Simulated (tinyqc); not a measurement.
Hexagonal on-chip spiral inductor, lumped pi model: effect of the line width.

Outer diameter do = di + 2 n wd + 2 (n - 1) sp, mean da = (do + di)/2, fill p = (do - di)/(do + di), length l = 3.464 n da. L = 2.33 mu0 n^2 da/(1 + 3.82 p), mu0 = 4 pi 1e-7 H/m. Rs = rho l/(wd delta (1 - exp(-th/delta))), delta = sqrt(rho/(pi f mu0)). Cs = n wd^2 eps0 eo/hu across the coil. At each end Cox = l wd eps0 eo/(2 ho) leads to the substrate branch Rsi = 2 rs he/(l wd) in parallel with Csi = l wd eps0 11.7/(2 he). With one end grounded Y = 1/(Rs + i w L) + i w Cs + 1/[1/(i w Cox) + 1/(1/Rsi + i w Csi)], w = 2 pi f; Q = -Im Y/Re Y. Eddy currents in neighbouring turns and in the substrate are left out.

Peak Q and its frequency from a search over f; self-resonance where Im Y = 0; Q at the given f (negative beyond resonance).

Inputs (values chosen for the exercise); values of the order met in silicon radio-frequency processes:

| symbol | value | unit | meaning |
|---|---|---|---|
| n | 3.5 |  | number of turns |
| sp | 3 | um | space between turns |
| di | 100 | um | inner diameter |
| th | 3 | um | metal thickness |
| rho | 1.9 | uohm cm | metal resistivity |
| ho | 8.3 | um | oxide below the coil |
| hu | 1.2 | um | oxide between coil and underpass |
| eo | 4.1 |  | relative permittivity of the oxide |
| rs | 1 | ohm cm | substrate resistivity |
| he | 50 | um | effective spreading depth in the substrate |
| f | 4.3 | GHz | frequency |

Constants: eps0 = 8.8541878128e-12 F/m. Results are converted to the units shown.

Result of one run:
```
L (nH),do (um),peak Q,f of the peak (GHz),self-resonance (GHz),Q at f
2.406,178.0,16.18,5.045,16.31,15.88
```

Which line width wd gave this result: 2, 4, 9, 13 or 25 um?

wd = 9 um.

The whole series:
```
wd (um),L (nH),do (um),peak Q,f of the peak (GHz),self-resonance (GHz),Q at f
2,2.768,129.0,7.825,11.04,44.25,5.548
4,2.600,143.0,11.38,7.697,27.94,9.582
6,2.495,157.0,13.75,6.248,21.45,12.63
9,2.406,178.0,16.18,5.045,16.31,15.88
13,2.362,206.0,18.34,4.108,12.51,18.30
18,2.371,241.0,20.13,3.374,9.695,18.84
25,2.445,290.0,21.75,2.710,7.315,15.96
```

As wd goes from 2 to 25, L goes from 2.77 through a minimum of 2.36 (at wd = 13 among the rows listed) to 2.44 nH, the peak Q rises from 7.82 to 21.8, its frequency falls from 11.0 to 2.71 GHz and the self-resonance falls from 44.3 to 7.32 GHz.

tinyqc, about 0.01 s, one thread, Intel Xeon 2.30GHz (shared host): `OMP_NUM_THREADS=1 python tinyqc.py 2302210 2302211 out.jsonl`
